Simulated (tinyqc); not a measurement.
Growth mode over temperature: epitaxial growth on a vicinal surface: Burton-Cabrera-Frank step flow, step-edge barrier and island nucleation. Computed by tinyqc, a small Python program. Command: `OMP_NUM_THREADS=1 python tinyqc.py 3005170 3005171 out.jsonl stepflow walk`. One thread of a shared host (Intel(R) Xeon(R) Processor @ 2.30GHz), about 0.01 s of CPU time with the checks.

Adatoms land at rate F, hop on a square grid (a simplification for hexagonal faces), desorb, or join steps. Lengths are in units of a and n is the adatom coverage. Steps ascend at x = 0 and descend at x = l.

Inputs (values chosen for the exercise, close to those used for GaAs(001)): site spacing a = 4 angstrom; step height h = 2.83 angstrom; diffusion barrier E_d = 1.3 eV; desorption energy E_a = 2.58 eV; adatom formation energy E_f = 0.872 eV; step-edge barrier E_s = 0.27 eV; attempt frequency nu = 1 THz; deposition rate F = 0.014 layers/s; miscut angle = 8 degrees; temperature T = 640 C; critical nucleus size i = 2; binding energy of the critical nucleus E_i = 0.44 eV.

Constants: k_B = 8.617333262e-05 eV/K.

Method:
- D = nu exp(-E_d/(k_B T)) (a^2/s, nu counted per direction); tau = exp(E_a/(k_B T))/nu; x_s = sqrt(D tau); n_eq = exp(-E_f/(k_B T)); terrace width l = h/(a tan(miscut)); Schwoebel length l_s = exp(E_s/(k_B T)) - 1.
- D n'' - n/tau + F = 0 with n(0) = n_eq and -l_s n'(l) = n(l) - n_eq. With u = n - F tau, A = n_eq - F tau, y = l/x_s, s = l_s/x_s: u = A cosh(x/x_s) + B sinh(x/x_s), B = A (1 - cosh y - s sinh y)/(sinh y + s cosh y). Flux into the ascending step J+ = D B/x_s, over the descending one J- = -(D/x_s)(A sinh y + B cosh y); step velocity J+ + J-; growth rate (J+ + J-)/l. For small y: J+ + J- = (F - n_eq/tau) l, J-/J+ = l/(l + 2 l_s).
- Island density on a flat surface without desorption: N = 0.25 (F/D)^(i/(i+2)) exp(E_i/((i+2) k_B T)) per site, with E_i = 0 for i = 1; spacing l_n = N^(-1/2). Step flow needs an effective width l_eff = 2 x(peak) below l_n.
- Temperatures in kelvin are T(C) + 273.15.
- x(peak) solves tanh(x/x_s) = -B/A. Rows where evaporation outweighs deposition are left out.

Scales:
```
T (C)  x_s (a)  l_s (a)  incorporated share  l_n (a)  l_eff/l_n
440      33330   79.923             1.00000    12.00    0.81438
490      16846   59.682             1.00000    17.99    0.53792
540       9260   46.143             1.00000    25.66    0.37302
590       5456   36.712             1.00000    35.14    0.26928
640       3406   29.914             0.99999    46.48    0.20103
690       2233   24.870             0.99994    59.72    0.15440
740       1526   21.033             0.99952    74.86    0.12151
790       1081   18.051             0.99690    91.86    0.09765
840        790   15.689             0.98320   110.68    0.07992
```

What follows from these numbers?

The ratio stays below 1: step flow in every row. Incorporation goes from 100.0 % to 98.3 %.

Extremes, crossings and ranges named in words are read from the listed rows.
